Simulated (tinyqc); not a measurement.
Barrier and mass from two Fowler-Nordheim currents.

Inverse problem. Fowler-Nordheim tunnelling through a dielectric follows J = A F^2 exp(-B/F), A = q^2 me/(16 pi^2 hbar m1 phi1) (A/V^2 with phi1 in volts), B = (4/3) sqrt(m1/C) phi1^1.5 (V/nm), C = hbar^2/(2 m0). Find B, A, phi1 and m1.

Values chosen for this exercise: emitter mass in the supply function me = 1 m0.

Constants: q = 1.602176634e-19 C, hbar = 1.054571817e-34 J s, m0 = 9.1093837015e-31 kg, hbar^2/(2 m0) = 0.0380998212 eV nm^2. Results are converted to the units shown.

J at F = 0.63 and 1.39 V/nm (A/cm^2): 0.010386825  10816.661

Answer. The slope of ln(J/F^2) against 1/F is -B and the intercept gives A. A fixes the product m1 phi1, and B = (4/3) phi1 sqrt(m1 phi1/C) then gives phi1.

B = 14.1 V/nm
A = 1.47e-6 A/V^2
phi1 = 2.02 eV
m1 = 0.520 m0

tinyqc, about 0.04 s, one thread, Intel Xeon 2.30GHz (shared host): `OMP_NUM_THREADS=1 python tinyqc.py 2540070 2540071 out.jsonl`
